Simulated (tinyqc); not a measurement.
Three regimes over temperature: precursor delivery and alloy composition in metal-organic vapour-phase epitaxy. Computed by tinyqc, a small Python program. Command: `OMP_NUM_THREADS=1 python tinyqc.py 3009042 3009043 out.jsonl movpe walk`. One thread of a shared host (Intel(R) Xeon(R) Processor @ 2.30GHz), about 0.01 s of CPU time with the checks.

Carrier gas leaves each bubbler saturated. Group-III species cross a boundary layer and react at the surface; element 2 can also desorb. The film is (1)_(1-x) (2)_x V with a zinc-blende cell.

Inputs (values chosen for the exercise, close to those used for InGaP from TEGa and TMIn):

| quantity | value | unit |
|---|---|---|
| source 1: a in log10(p/torr) = a - b/T | 8.08 | - |
| source 1: b | 2162 | K |
| source 1: bath temperature | 21 | C |
| source 1: carrier flow | 55 | sccm |
| source 2: a | 10.52 | - |
| source 2: b | 3014 | K |
| source 2: bath temperature | 16 | C |
| source 2: carrier flow | 48 | sccm |
| bubbler pressure p_b | 1000 | torr |
| group-V hydride flow | 100 | sccm |
| total flow | 6.3 | slm |
| reactor pressure p | 40 | torr |
| diffusivity D0 at 273.15 K and 760 torr | 0.31 | cm^2/s |
| boundary layer delta | 1.5 | cm |
| prefactor of the surface rate k_s | 3e+13 | cm/s |
| energy of k_s | 1.86 | eV |
| prefactor of the loss of element 2 | 6.5e+15 | layers/s |
| energy of the loss | 3.1 | eV |
| lattice constant a | 5.65 | angstrom |

Constants: k_B = 1.380649e-23 J/K; k_B = 8.617333262e-05 eV/K.

Method:
- Temperatures in kelvin are T(C) + 273.15.
- Vapour pressure p_v = 10^(a - b/T); precursor flow = carrier flow x p_v/(p_b - p_v); 1 sccm = 44.615 micromol/min; V/III = hydride flow over the sum of both; gas share x_g = F2/(F1 + F2).
- Partial pressure p_i = p F_i/(44615 x total flow in slm); density n_i = p_i/(k_B T), 1 torr = 133.322 Pa; D = D0 (T/273.15)^1.75 (760/p), h = D/delta, the same for both; k_s = prefactor x exp(-energy/(k_B T)); arrival J_i = n_i/(1/h + 1/k_s); in layers per second g_i = J_i a^2/2 (two group-III sites per a^2 on (001)).
- Loss of element 2 is r x with r = prefactor x exp(-energy/(k_B T)). Then x = (g2 - r x)/(g1 + g2 - r x), or r x^2 - (g1 + g2 + r) x + g2 = 0, smaller root; growth rate G = g1/(1 - x) layers/s; one layer is a/2 thick, 1 angstrom/s = 0.36 um/h.

molar flows (micromol/min): F1 13.2492, F2 2.67676

gas share x_g = 0.168075

Growth:

| T (C) | k_s/h | r (layers/s) | x | G (um/h) |
|---|---|---|---|---|
| 450 | 1.5151e-01 | 1.6158e-06 | 0.16807 | 0.1395 |
| 500 | 9.2881e-01 | 4.0324e-05 | 0.16806 | 0.5367 |
| 550 | 4.5370e+00 | 6.8078e-04 | 0.16797 | 0.9570 |
| 600 | 1.8368e+01 | 8.3151e-03 | 0.16706 | 1.1565 |
| 650 | 6.3566e+01 | 7.7446e-02 | 0.15964 | 1.2407 |
| 700 | 1.9269e+02 | 5.7351e-01 | 0.12099 | 1.2470 |
| 750 | 5.2181e+02 | 3.4922e+00 | 0.04855 | 1.2000 |
| 800 | 1.2827e+03 | 1.7970e+01 | 0.01229 | 1.1995 |
| 850 | 2.8998e+03 | 7.9919e+01 | 0.00300 | 1.2301 |

What follows from these numbers?

G peaks at 700 C among these rows. Between the first rows the apparent energy is 1.30 eV, against 1.86 eV for k_s, as control is already mixed; k_s passes h between 500 and 550 C, well above which G depends weakly on T until desorption sets in. Among these rows x stays within 2 % of x_g up to 600 C and then falls, to 0.0030 in the last row, as element 2 desorbs. Caution: in these rows, too, a is fixed and both precursors share one D and k_s.

Extremes, crossings and ranges named in words are read from the listed rows.
